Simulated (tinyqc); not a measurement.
Inside a calculation. Model: Cabrera-Mott growth of a thin oxide under its own electric field. Computed by tinyqc, a small Python program that keeps every step. Command: `OMP_NUM_THREADS=1 python tinyqc.py 3008605 3008606 out.jsonl cabrera walk`. One thread of a shared host (Intel(R) Xeon(R) Processor @ 2.30GHz), about 0.02 s of CPU time with the checks. Intermediate numbers are printed to about 7 digits and carried at full precision; extremes and crossings named in words are read from the listed rows.

Electrons cross the film freely and set a fixed potential V across it; the field V/x lowers the barrier for ions entering the oxide.

Inputs (values chosen for the exercise, for a model metal):

| quantity | value | unit |
|---|---|---|
| barrier W | 1.29 | eV |
| Mott potential V | 1.3 | V |
| ion charge number z | 1 | - |
| half jump distance b | 1.9 | angstrom |
| prefactor u0 = N Omega nu | 1.9e+12 | angstrom/s |
| temperature T | 450 | K |
| starting thickness x0 | 4.4 | angstrom |
| time t | 4200 | s |

Backward hops: kept.

Constants: k_B = 8.617333262e-05 eV/K.

## Scales

u = u0 exp(-W/(k_B T)), X1 = z b V/(k_B T) with V in volts and k_B T in eV; dx/dt = 2 u sinh(X1/x).

u = 0.006782495 angstrom/s

X1 = 63.69591 angstrom

## Field and rate at the start

Field E = V/x; the barrier is lowered by z b V/x.

field = 29.54545 MV/cm

barrier lowering = 0.5613636 eV

rate = 13133.65 angstrom/s

## Thickness after time t

t(x) = int_(x0)^x dx / (dx/dt) by Gauss-Legendre quadrature (80 points on each side of (x0 + 2 x)/3), solved for x.

thickness x = 96.06799 angstrom

rate at time t = 0.009667597 angstrom/s

field at time t = 1.353208 MV/cm

X1/x = 0.663: the field is now weak. Caution: the starting field or rate is formal: the first layers form as fast as oxygen arrives.

## Limiting thickness

Growth counts as stopped when u exp(X1/x) falls to 1e-5 angstrom/s: x_L = X1/ln(1e-5/u), defined while u is below that rate; the critical temperature is T_c = W/(k_B ln(u0/1e-5)).

Limiting thickness x_L: none: u exceeds the rate

critical temperature T_c = 376.2606 K

T is above T_c, so u exp(X1/x) never falls to that level.

## Growth over eight decades

Closed form for thin films (leading term of the integral): x solves (x^2/(u X1)) exp(-X1/x) = t.

Thickness:

| t (s) | x (angstrom) | 1/x (1/angstrom) | closed form (angstrom) |
|---|---|---|---|
| 1.00e+00 | 1.164797e+01 | 8.585188e-02 | 1.122338e+01 |
| 1.00e+01 | 1.675583e+01 | 5.968071e-02 | 1.573386e+01 |
| 1.00e+02 | 2.738097e+01 | 3.652172e-02 | 2.433242e+01 |
| 1.00e+03 | 5.483099e+01 | 1.823786e-02 | 4.333991e+01 |
| 1.00e+04 | 1.405289e+02 | 7.115972e-03 | 9.268042e+01 |
| 1.00e+05 | 4.204073e+02 | 2.378646e-03 | 2.376565e+02 |
| 1.00e+06 | 1.316642e+03 | 7.595078e-04 | 6.884026e+02 |
| 1.00e+07 | 4.157850e+03 | 2.405089e-04 | 2.110111e+03 |
| 1.00e+08 | 1.314593e+04 | 7.606917e-05 | 6.604573e+03 |

Per decade of time the film gains 5.1 angstrom at first and 9000 at the end. The inverse-logarithmic law predicts -X1 d(1/x)/d ln t near 1; the rows give 0.72 at first and 0.00 at the end. The closed form misses by at most a factor 2.0, as it needs x well below X1 and above x0. In the last rows x grows as t^0.50, approaching the parabolic law x^2 = 4 u X1 t of weak fields. Caution: rows beyond about 10 nm exceed the range where electrons tunnel freely and hold a fixed Mott potential.

Checks made by the program: quadrature against adaptive integration (relative difference below 1e-10).
